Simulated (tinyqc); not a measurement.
Yield per ion against the flux ratio: ion-assisted plasma etching: sheath, surface coverage, synergy and aspect-ratio dependence. Computed by tinyqc, a small Python program. Command: `OMP_NUM_THREADS=1 python tinyqc.py 3028568 3028569 out.jsonl etch walk`. One thread of a shared host (Intel(R) Xeon(R) Processor @ 2.30GHz), about 0.07 s of CPU time with the checks.

Radicals adsorb on bare sites; ions remove covered sites with a high yield and bare sites by sputtering; a slow spontaneous reaction acts everywhere, walls included.

Inputs (values chosen for the exercise, close to those used for silicon in a halogen plasma):

| quantity | value | unit |
|---|---|---|
| plasma density n_e | 1.6e+11 | 1/cm^3 |
| electron temperature T_e | 2 | eV |
| ion mass M_i | 35.5 | u |
| sheath voltage V | 370 | V |
| radical density n | 1.5e+13 | 1/cm^3 |
| radical mass M_n | 35.5 | u |
| gas temperature T_g | 600 | K |
| sticking coefficient s | 0.41 | - |
| radicals per removed unit x | 2 | - |
| yield slope b | 0.18 | eV^(-1/2) |
| threshold E_th | 29 | eV |
| sputter slope b_p | 0.013 | eV^(-1/2) |
| sputter threshold E_p | 29 | eV |
| spontaneous reaction probability k_c | 2.2e-05 | - |
| solid density N | 5e+22 | 1/cm^3 |
| ion temperature T_i | 0.75 | eV |

Feature: long trench.

Constants: e = 1.602176634e-19 C; u = 1.6605390666e-27 kg; k_B = 1.380649e-23 J/K; eps_0 = 8.8541878128e-12 F/m.

Method:
- Bohm speed u_B = sqrt(e T_e/M_i); ion flux G_i = 0.61 n_e u_B; radical flux G_n = n c/4 with c = sqrt(8 k_B T_g/(pi M_n)).
- Debye length lambda_D = sqrt(eps_0 T_e/(e n_s)) with n_s = 0.61 n_e, T_e in volts; Child-law sheath d = (sqrt2/3) lambda_D (2 V/T_e)^(3/4); ion energy E = V + T_e/2; angular spread = arctan(sqrt(T_i/E)).
- Yields: Y = b (sqrt(E) - sqrt(E_th)) on covered sites, Y_p = b_p (sqrt(E) - sqrt(E_p)) on bare ones (zero below threshold).
- Steady coverage: s G_n (1 - theta) = x Y G_i theta; removal flux = Y G_i theta + Y_p G_i (1 - theta) + k_c G_n; rate = flux/N, 1 cm/s = 6e8 nm/min.
- The ion flux is fixed and the radical flux set by the ratio; the removal per ion is the removal flux over G_i.

yield Y = 2.49772

sputter yield Y_p = 0.180391

ion flux G_i = 2.27552e+16 1/(cm^2 s)

Open field:

| G_n/G_i | theta | rate (nm/min) | removal per ion |
|---|---|---|---|
| 0.3 | 0.02403 | 64.47 | 0.2361 |
| 1 | 0.07585 | 97.26 | 0.3562 |
| 3 | 0.19758 | 174.30 | 0.6383 |
| 10 | 0.45078 | 334.56 | 1.2252 |
| 30 | 0.71117 | 499.45 | 1.8291 |
| 100 | 0.89139 | 613.91 | 2.2482 |
| 300 | 0.96097 | 659.14 | 2.4139 |
| 1000 | 0.98796 | 680.42 | 2.4918 |
| 3000 | 0.99596 | 697.50 | 2.5543 |

Coverage reaches one half at G_n/G_i = x Y/s = 12.2. Below that the ion-assisted part follows the radical flux, on top of the sputter floor Y_p = 0.180; above it the ion-assisted part saturates at Y = 2.50 per ion.
